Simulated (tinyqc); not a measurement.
From results back to parameters: electrons shared among three sets of ellipsoidal valleys. Three cases, with inputs chosen for the exercise.

Problem. An ellipsoidal valley with ml > mt has m_d = (ml mt^2)^(1/3) and 1/m_c = (1/ml + 2/mt)/3.

Case 1.

m_d = 0.318623 m0
m_c = 0.253560 m0

Case 2.

m_d = 0.309499 m0
m_c = 0.184008 m0

Case 3.

m_d = 0.318413 m0
m_c = 0.258689 m0

Find: K = ml/mt; ml; mt.

Solution. m_d/m_c = K^(1/3) (2 + 1/K)/3 rises steadily for K > 1, so it fixes K; then mt = m_d/K^(1/3) and ml = K mt.

Case 1.

K = ml/mt = 5.04
ml = 0.937 m0
mt = 0.1858 m0

Case 2.

K = ml/mt = 14.51
ml = 1.841 m0
mt = 0.1269 m0

Case 3.

K = ml/mt = 4.63
ml = 0.884 m0
mt = 0.1911 m0

Computed by tinyqc, one run a case: `OMP_NUM_THREADS=1 python tinyqc.py N N+1 out.jsonl` with N = 1681865, 1682029, 1682031; one thread of a shared Intel(R) Xeon(R) Processor @ 2.30GHz, about 0.02 s a run at most.
